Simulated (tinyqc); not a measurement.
MOS structure on a p-type body with a doping step (retrograde), non-linear Poisson equation by Newton steps: one step of the calculation.

One dimension, insulator interface at x = 0, acceptor density N1 for x < x1 and Na beyond, net doping C = -(acceptor density). psi is counted from the intrinsic level: n = ni exp((psi - Vb)/Vt), p = ni exp(-psi/Vt); deep in the body psi_b = -Vt ln(Na/ni). The gate acts through Cox = eps0 eox/tox and has the potential psi_G = Vg - (phiM - chi - Vt ln(Nc/ni)). Boltzmann statistics, full ionisation, classical densities, no oxide or interface charge.

Task. Converged densities and sheet charges. n and p as above; box widths w_i (half boxes at both ends); band bending psi_0 - psi_b; N_inv = sum w n; N_dep = -sum w (p + C); centroid sum w n x/N_inv; gate charge Cox (psi_G - psi_0)/q.

Parameters, values chosen for the exercise; band and dielectric values close to those of silicon:
- T = 300 K (temperature)
- Eg = 1.1 eV (band gap)
- Nc = 2.83e19 cm^-3 (conduction-band density of states at T)
- Nv = 2.69e19 cm^-3 (valence-band density of states at T)
- chi = 4.08 eV (electron affinity)
- eox = 3.9 (relative permittivity of the gate insulator (close to silicon dioxide))
- tox = 2.2 nm (insulator thickness)
- phiM = 4.47 eV (gate work function)
- Vb = 0 V (electron quasi-Fermi potential against the body)
- Vg = 1.02 V (gate voltage against the body)

Constants: q = 1.602176634e-19 C, kB = 1.380649e-23 J/K, Vt = kB T/q, eps0 = 8.8541878128e-14 F/cm where lengths are in cm. Results are converted to the units shown.

x, node 0 to 12 (nm): [0, 0.5, 1.29, 2.52, 4.47, 7.52, 12.3, 19.9, 31.8, 50.5, 79.8, 126, 199]
converged psi, node 0 to 12 (V): [0.57663006, 0.54582918, 0.51573397, 0.48312232, 0.44177964, 0.38305327, 0.29470006, 0.16043703, -0.03471595, -0.30421533, -0.42419083, -0.43117758, -0.43132744]
net doping C, node 0 to 12 (cm^-3): [-8.4e16, -8.4e16, -8.4e16, -8.4e16, -8.4e16, -8.4e16, -8.4e16, -8.4e16, -8.4e16, -2.8e17, -2.8e17, -2.8e17, -2.8e17]
ni = 1.5891907e10 cm^-3

Give: n; p; band bending; N_inv; N_dep; centroid of the electrons; gate charge over q.

Result.

n, node 0 to 12 (cm^-3): [7.729e19, 2.348e19, 7.330e18, 2.076e18, 4.195e17, 4.327e16, 1.419e15, 7.878e12, 4.149e9, 1.232e5, 1189, 907.2, 902.0]
p, node 0 to 12 (cm^-3): [3.268, 10.76, 34.45, 121.6, 602.0, 5837, 1.780e5, 3.206e7, 6.087e10, 2.050e15, 2.125e17, 2.784e17, 2.800e17]
band bending = 1.008 V
N_inv = 4.640e12 cm^-2
N_dep = 1.277e12 cm^-2
centroid of the electrons = 0.6792 nm
gate charge over q = 5.917e12 cm^-2

N_inv + N_dep is within 0.01 % of the gate charge.

Program tinyqc, `OMP_NUM_THREADS=1 python tinyqc.py 2080074 2080075 out.jsonl`; Intel Xeon 2.30GHz, shared host, one thread, about 0.3 s.
